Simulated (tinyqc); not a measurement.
What moves the results: shallow donor in an anisotropic valley (effective-mass theory). A value that a table varies takes the place of the one given here.

One valley: H = -c [(d2/dx2 + d2/dy2)/mt + (d2/dz2)/ml] - q/(eps r), c = hbar^2/2m0, q = e^2/(4 pi eps0). Trial function exp(-sqrt((x^2 + y^2)/a^2 + z^2/b^2)) with a > b: T = (c/3)(2/(mt a^2) + 1/(ml b^2)), V = -(q/eps) atan(u/b)/u, u = sqrt(a^2 - b^2). The central cell of the impurity is left out.

Constants: hbar^2/2m0 = 3.80998211 eV angstrom^2; e^2/(4 pi eps0) = 14.39964547 eV angstrom; Ry = 13.60569312 eV; a0 (Bohr radius) = 0.5291772105 angstrom.

Values chosen for the exercise (near those of a group-V donor in Si; not measured data): mt = 0.188 m0 (transverse mass); eps = 11.4 (dielectric constant); xs = (1.5, 2, 2.7, 6.2, 12, 18, 46, 120) (ratios ml/mt); E0 = -31.2 meV (single-valley level); D0 = 4.73 meV (central-cell shift); D1 = 3.73 meV (coupling of perpendicular valleys); D2 = 3.15 meV (coupling of opposite valleys); ml = 0.949 m0 (longitudinal mass).

## Mass anisotropy

mt and eps fixed, ml varied. Energies in units of Ry*(mt) = Ry mt/eps^2 and lengths in a*(mt) = a0 eps/mt; the last two columns use one mass, 3/(1/ml + 2/mt) or (ml mt^2)^(1/3).

Results:

| ml/mt | a/a* | b/a | binding | conductivity mass | density-of-states mass |
|---|---|---|---|---|---|
| 1.50 | 0.920 | 0.866 | 1.139 | 1.125 | 1.145 |
| 2.00 | 0.870 | 0.782 | 1.241 | 1.200 | 1.260 |
| 2.70 | 0.824 | 0.703 | 1.350 | 1.266 | 1.392 |
| 6.20 | 0.720 | 0.526 | 1.660 | 1.388 | 1.837 |
| 12.0 | 0.658 | 0.418 | 1.906 | 1.440 | 2.289 |
| 18.0 | 0.627 | 0.364 | 2.052 | 1.459 | 2.621 |
| 46.0 | 0.570 | 0.264 | 2.370 | 1.484 | 3.583 |
| 120 | 0.529 | 0.190 | 2.656 | 1.494 | 4.932 |

The binding grows from 1.14 to 2.66 Ry*(mt); for ml going to infinity the exact problem becomes two-dimensional, with 4 Ry*. The conductivity mass saturates at 1.5 and underbinds, by 16 % at ml/mt = 6.2; the density-of-states mass errs by +11 % there and by +86 % in the last row. With these mt and eps one unit is 19.68 meV.

## Strain along [001] (shallow donor in effective-mass theory, with valley-orbit splitting)

Basis: the 1s envelopes of the valleys +x, -x, +y, -y, +z, -z. Diagonal E0 - D0, element -D2 between opposite valleys and -D1 between perpendicular ones. Strain along [001] adds 2 Ds/3 to the z valleys and -Ds/3 to the others.

Ground level, gap to the next level, weight in the z valleys and contact density (sum of amplitudes)^2/6.

Results:

| Ds (meV) | ground (meV) | gap (meV) | z weight | contact density | ground less band edge (meV) |
|---|---|---|---|---|---|
| -120 | -120.06 | 7.28 | 0.991 | 0.423 | -40.06 |
| -40 | -68.87 | 9.42 | 0.920 | 0.617 | -42.20 |
| -15 | -56.51 | 13.73 | 0.668 | 0.888 | -46.51 |
| -5 | -54.26 | 18.15 | 0.442 | 0.988 | -50.93 |
| 0 | -54.00 | 21.22 | 0.333 | 1.000 | -54.00 |
| 5 | -54.23 | 19.78 | 0.246 | 0.991 | -52.56 |
| 15 | -55.72 | 17.94 | 0.136 | 0.944 | -50.72 |
| 40 | -62.11 | 16.00 | 0.043 | 0.844 | -48.78 |
| 120 | -87.41 | 14.63 | 0.007 | 0.741 | -47.41 |

The scale is the A1-E splitting 6 D1 = 22.4 meV. The contact density is largest without strain and falls to 0.423 and 0.741 at the ends, towards 1/3 (two valleys) and 2/3 (four valleys). The binding below the lowest band edge drops from 54.0 meV to 40.1 meV when the two z valleys are lowest and to 47.4 meV when the four others are, since fewer valleys share the coupling.

## What each parameter does

The minimum of the trial energy. Each row changes one parameter from the base and keeps the others.

Results:

| case | E (meV) | a (angstrom) | b (angstrom) | b/a |
|---|---|---|---|---|
| base | -31.16 | 23.83 | 13.47 | 0.565 |
| ml = 0.759 m0 | -29.52 | 24.69 | 15.08 | 0.611 |
| mt = 0.169 m0 | -28.72 | 26.09 | 14.20 | 0.544 |
| eps = 10.3 | -38.18 | 21.53 | 12.17 | 0.565 |

The largest shifts from the base row, up to three for each result and ties (the steps differ in size, so this ranks the rows, not the parameters). E (meV): eps -7.01, mt +2.44, ml +1.65. a (angstrom): eps -2.30, mt +2.25, ml +0.86. b (angstrom): ml +1.62, eps -1.30, mt +0.74. b/a: ml +0.046, mt -0.021; unchanged at the printed digits by eps. eps only rescales the solution (E as 1/eps^2, lengths as eps), so b/a depends on ml/mt alone.

Program tinyqc; command `OMP_NUM_THREADS=1 python tinyqc.py 1250014 1250015 out.jsonl`; about 0.01 s on one thread of a shared Intel(R) Xeon(R) Processor @ 2.30GHz.
